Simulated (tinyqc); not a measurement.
Input admittance of a MOSFET at zero drain bias: distributed channel and distributed gate: one step of the calculation.

Source and drain grounded, strong inversion, w = 2 pi f, Cox = eps0 eox/tox. The channel is an RC line of resistance 1/(mu Cox Vo) per square fed from both ends, so one finger has the intrinsic admittance y = i w Cox L tanh(g)/g per width, g = (1/2) sqrt(i w tau), tau = L^2/(mu Vo). The vertical resistance rv/L is in series with y, the overlaps 2 i w Cov in parallel: y_t = 1/(1/y + rv/L) + 2 i w Cov. The gate strip is a line of Rsh/L per length loaded by y_t, so a finger has Y = y_t Wf tanh(k)/k, k = (Wf/sd) sqrt(y_t Rsh/L); the device has Nf Y.

Problem. Admittance of the channel and stack per width. tau, g, c = Cox L, y and y_t as defined.

Values chosen for this exercise; values of the order met in silicon radio-frequency transistors: relative permittivity of the gate insulator (close to silicon dioxide) eox = 3.9; insulator thickness tox = 2.8 nm; channel length L = 0.27 um; channel mobility mu = 110 cm^2/(V s); gate overdrive Vo = 0.22 V; vertical resistivity of the gate stack rv = 0 ohm um^2; overlap and fringe capacitance on each side Cov = 0.24 fF/um; frequency f = 4.1 GHz.

Constants: eps0 = 8.8541878128e-14 F/cm where lengths are in cm. Results are converted to the units shown.

Give: tau; g; c; y; y_t.

Solution.

tau = 30.124 ps
g = 0.31145+0.31145i
c = 3.3298 fF/um
y = 5.514+85.352i uS/um
y_t = 5.514+97.717i uS/um

w tau = 0.776, and Im y is 0.995 of w c.

Numbers from tinyqc (`OMP_NUM_THREADS=1 python tinyqc.py 2262154 2262155 out.jsonl`; about 0.01 s on one thread of a shared Intel Xeon 2.30GHz).
